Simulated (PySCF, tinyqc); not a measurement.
Starting guesses with plain Roothaan steps: SCF starting guesses in the 3-21g basis, for H3+, spin multiplicity 1. Computed by the program tinyqc with PySCF. RHF with one setting changed at a time; a run stops when the energy changes by less than 1e-09 hartree and the error matrix is below 1e-5. Starts: the lowest orbitals of the core Hamiltonian, of the Wolfsberg-Helmholz matrix (K = 1.75), projected atomic densities, random orbitals, and the highest orbitals of the core Hamiltonian (a deliberately bad start).

Geometry (angstrom):

| atom | x | y | z |
|---|---|---|---|
| H | 0.0000 | 0.0000 | 0.0000 |
| H | 0.0000 | 0.0000 | 1.4940 |
| H | 0.0000 | 0.0000 | -1.4940 |

lowest restricted solution found by these runs and by PySCF = -1.088975 hartree

Largest element of the error matrix X^T (FDS - SDF) X:

| iteration | core | Wolfsberg-Helmholz | atomic densities | random | highest core orbitals |
|---|---|---|---|---|---|
| 1 | 2.2e-01 | 1.4e-01 | 7.1e-02 | 5.1e-01 | 9.4e-02 |
| 2 | 1.2e-02 | 2.6e-02 | 3.4e-02 | 1.5e-01 | 2.4e-01 |
| 3 | 2.8e-03 | 4.4e-03 | 2.3e-03 | 2.4e-02 | 2.3e-02 |
| 4 | 6.1e-04 | 7.8e-04 | 2.7e-04 | 3.7e-03 | 5.4e-03 |
| 5 | 1.3e-04 | 1.8e-04 | 4.4e-05 | 7.5e-04 | 1.3e-03 |
| 6 | 3.1e-05 | 4.1e-05 | 7.8e-06 | 1.5e-04 | 3.4e-04 |
| 8 | 1.6e-06 | 2.0e-06 | - | 6.9e-06 | 1.8e-05 |

How each run ends:

| run | iterations | E (hartree) | state |
|---|---|---|---|
| core | 8 | -1.08898 | lowest found |
| Wolfsberg-Helmholz | 8 | -1.08898 | lowest found |
| atomic densities | 7 | -1.08898 | lowest found |
| random | 9 | -1.08898 | lowest found |
| highest core orbitals | 9 | -1.08898 | lowest found |

What does the comparison show, and why?

5 of 5 runs reach the lowest restricted solution found, in 7 to 9 iterations (fastest: atomic densities). The first errors are 2e-01, 1e-01, 7e-02, 5e-01, 9e-02. The restricted reference is unstable here: a spin-polarised solution lies 0.0242 hartree lower (PySCF), so results built on it describe a poor reference.
